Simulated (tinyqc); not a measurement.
Convergence with cell size: Koster-Slater impurity in a tight-binding band, by Green functions and by supercells. Computed by tinyqc, a small Python program. Command: `OMP_NUM_THREADS=1 python tinyqc.py 3023235 3023236 out.jsonl kosterslater walk`. One thread of a shared host (Intel(R) Xeon(R) Processor @ 2.30GHz), about 0.06 s of CPU time with the checks.

One orbital per site, e(k) = -2 t sum cos(k_i) over 3 direction(s), band from -6 t to 6 t, lattice constant 1. One site has the extra energy U. Spin is left out.

Inputs (values chosen for the exercise, for a model band): hopping t = 0.41 eV; impurity potential U = 3.32 eV.

Lattice: simple cubic.

Method:
- Outside the band G0(E) = (1/pi) int_0^pi dk (2/(pi z)) K(16 t^2/z^2), z = E + 2 t cos k, K the complete elliptic integral with parameter m; 200 Gauss-Legendre points.
- A bound state solves 1/U = G0(E).
- Bisection in ln(distance from the edge) between 1e-5 t and |U| + t. Weight on the impurity site: -1/(U^2 dG0/dE), by a central difference with step min(1e-4 t, distance/30). Decay length along an axis: 1/arccosh(1 + distance/(2 t)).
- In a periodic cell of N sites along each direction with Bloch vector K, the level solves 1/U = N^-d sum_k 1/(E - e(k)), k_i = (2 pi m_i + K_i)/N, m_i = 0..N-1; the outermost root on the side of U is taken (bisection). d is the number of directions. Gamma means K_i = 0, the zone corner K_i = pi, the quarter point K_i = pi/2.
- Even N; errors against the isolated level E_b, set to 0 below 1e-6 t.

level E_b = 3.63941 eV

decay length = 0.649574 sites

Error of the level (eV):
```
N,sites,Gamma,corner,quarter point
2,8,3.1598e-01,-3.1941e-01,-7.2719e-03
4,64,7.7993e-03,-7.2719e-03,-7.1115e-06
6,216,2.1892e-04,-2.1422e-04,0
8,512,7.1502e-06,-7.1115e-06,0
10,1000,0,0,0
12,1728,0,0,0
```

What follows from these numbers?

The error at Gamma falls exponentially, between the last two resolved rows by exp(-1.711) per site against 1/(decay length) = 1.539; the rest is the power-law prefactor of the Green function. Gamma and the corner err in opposite directions. Among the sizes listed an error below 1 meV is first reached at N = 6 at Gamma; at the quarter point N = 4 is enough.

Extremes, crossings and ranges named in words are read from the listed rows.
